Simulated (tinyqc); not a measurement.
## Transit time and capacitance from two cut-off frequencies

Question. 1/(2 pi fT) = tauF + Vt C/JC, C the sum of the junction capacitances per area. Find C, tauF and the limit of fT at high current.

Values chosen for this exercise:
```
symbol,value,unit,meaning
T,300,K,temperature
```

Constants: q = 1.602176634e-19 C, kB = 1.380649e-23 J/K, Vt = kB T/q. Results are converted to the units shown.

JC (mA/um^2): 0.016  0.97
fT (GHz): 15.263616  52.119351

Solution. The delay is a straight line in 1/JC with slope Vt C and intercept tauF.

C = 4.64 fF/um^2
tauF = 2.93 ps
limit of fT = 54.3 GHz

Program tinyqc, `OMP_NUM_THREADS=1 python tinyqc.py 2320055 2320056 out.jsonl`; Intel Xeon 2.30GHz, shared host, one thread, about 0.01 s.
